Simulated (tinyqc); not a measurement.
Inside a calculation: two-dimensional electron gas with Rashba and Dresselhaus coupling. Values are carried at full precision from step to step, so a last printed digit may differ when a step is redone from the rounded ones.

H = c k^2/m + al (ky sx - kx sy) + b1 (kx sx - ky sy) + gam kx ky (kx sy - ky sx), s the Pauli matrices, x = [100], c = hbar^2/2m0, b1 = gam (pi/L)^2 (hard walls). H = c k^2/m + B.s, so E = c k^2/m -/+ |B| and the lower state has its spin along -B.

Constants: hbar^2/2m0 = 3.80998211 eV angstrom^2; hbar = 6.58211957e-16 eV s.

Inputs chosen for the exercise (of the size met in GaAs; the results hold for these values, not for the real material): m = 0.0626 m0 (mass); al = 0.019 eV angstrom (Rashba constant); gam = 11.9 eV angstrom^3 (bulk Dresselhaus constant); L = 130 angstrom (width of the (001) well); n = 9.1 1e11/cm^2 (sheet density (one subband filled)); phi = 110 degrees (angle of k from [100]).

## Scales

b1; mean Fermi wave vector k0 = sqrt(2 pi n) (1e11/cm^2 = 1e-5/angstrom^2); E0 = c k0^2/m; b3 = gam k0^2/4; kR = al m/(2c) and ER = al kR/2, the shift and depth of a pure Rashba band.

b1 = 0.006950 eV angstrom
k0 = 0.02391 1/angstrom
E0 = 34.799 meV
b3 = 0.001701 eV angstrom
kR = 0.0001561 1/angstrom
ER = 0.001483 meV

The ratio al/(b1 - b3) is 3.62; kR is 0.7 % of k0.

## Spin-orbit field at one point of the Fermi circle

k = k0 (cos phi, sin phi). Form B, the splitting 2|B| and the direction of the lower spin, atan2(-By, -Bx).

Bx, By (meV): 0.4192  0.0171

splitting = 0.8391 meV
direction of the lower spin = -177.7 degrees

## The matrix

H = [[E0, Bx - i By], [Bx + i By, E0]] in meV; diagonalise. Precession period h/(2|B|) = 2 pi hbar/(splitting).

H (meV):
```
                  up            down
up           34.7992  0.4192-0.0171i
down  0.4192+0.0171i         34.7992
```

levels (meV): 34.3797  35.2188

period = 4.93 ps

## The two wave vectors at the energy E0 along this direction

Solve c k^2/m -/+ |B(k)| = E0. The spin turns by (k_outer - k_inner) per length, so a half turn takes pi/(difference).

k (1/angstrom): outer 0.024057, inner 0.023768

difference = 0.0002883 1/angstrom
length of a half turn = 1090 nm

For linear terms alone the difference is (m/c)|B|/k, whatever the energy: every electron along this direction turns alike, the basis of the spin transistor. The cubic term makes it depend on density.

## Checks

- Difference of the Fermi wave vectors without Dresselhaus terms against al m/c: both 0.00031218.

Computed by tinyqc, a small Python program: `OMP_NUM_THREADS=1 python tinyqc.py 1452505 1452506 out.jsonl` (the numbers bound the seed that draws the inputs); one thread of a shared host (Intel(R) Xeon(R) Processor @ 2.30GHz), about 0.01 s for the whole set of steps.
